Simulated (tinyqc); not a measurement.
Worked calculation: localisation in a chain with random site energies (transfer matrices). Values are carried at full precision from step to step, so a last printed digit may differ when a step is redone from the rounded ones.

Hopping -t; leads with site energy 0, E = -2t cos(ka). psi_(j+1) = ((e_j - E)/t) psi_j - psi_(j-1), a product of matrices M_j = [[(e_j - E)/t, -1], [1, 0]]. For M = M_N ... M_1 the transmission is T = 4 sin^2(ka)/|M21 - M12 + M22 exp(ika) - M11 exp(-ika)|^2. Long samples draw e_j = W (x_j/2147483647 - 1/2) from x_j = 16807 x_(j-1) mod 2147483647, starting at x0. The localisation length xi, in sites, is defined by ln T = -2N/xi on average; weak disorder gives xi = 24 (4t^2 - E^2)/W^2, and the mean free path for backscattering is xi/2.

Parameters, chosen for this exercise:
- t = 0.62 eV (hopping)
- E = -0.95 eV (energy)
- e = (0.25, 0.59, -0.56, -0.49, 0.47, 0.12, -0.04, -0.22) eV (site energies of the short sample)
- W = 1.24 eV (full width of the disorder)
- a = 5.4 angstrom (spacing)

## The product of transfer matrices

Multiply site by site and give T for each length.

Running product:

| j | (e_j - E)/t | M11 | M12 | M21 | M22 | T |
|---|---|---|---|---|---|---|
| 1 | 1.9355 | 1.9355 | -1.0000 | 1.0000 | 0.0000 | 0.9104 |
| 2 | 2.4839 | 3.8075 | -2.4839 | 1.9355 | -1.0000 | 0.4351 |
| 3 | 0.6290 | 0.4596 | -0.5624 | 3.8075 | -2.4839 | 0.2680 |
| 4 | 0.7419 | -3.4665 | 2.0666 | 0.4596 | -0.5624 | 0.2331 |
| 5 | 2.2903 | -8.3990 | 5.2956 | -3.4665 | 2.0666 | 0.0965 |
| 6 | 1.7258 | -11.0286 | 7.0726 | -8.3990 | 5.2956 | 0.0739 |
| 7 | 1.4677 | -7.7881 | 5.0851 | -11.0286 | 7.0726 | 0.0732 |
| 8 | 1.1774 | 1.8588 | -1.0852 | -7.7881 | 5.0851 | 0.0437 |

T is 0.0437 for the whole sample and falls at every site. The determinant of M stays 1.

## The same sites added without interference

One site alone reflects R_j = e_j^2/(e_j^2 + 4t^2 - E^2); incoherent addition sums R/(1 - R), and T = 1/(1 + sum).

R_j: 0.0896  0.3540  0.3306  0.2743  0.2581  0.0222  0.0025  0.0708

sum of R/(1 - R) = 1.9676
T without interference = 0.3370

The coherent product gives 0.0437 for this sample.

## Weak-disorder lengths

Form ka, xi, xi a and the mean free path xi a/2.

ka = 0.6980 rad
xi = 9.91 sites

lengths (nm): localisation 5.353, mean free path 2.677

The formula needs xi well above one site.

## Checks

- T from the product against the Green function: both 0.043688.

Computed by tinyqc, a small Python program: `OMP_NUM_THREADS=1 python tinyqc.py 1480712 1480713 out.jsonl` (the numbers bound the seed that draws the inputs); one thread of a shared host (Intel(R) Xeon(R) Processor @ 2.30GHz), about 0.06 s for the whole set of steps.
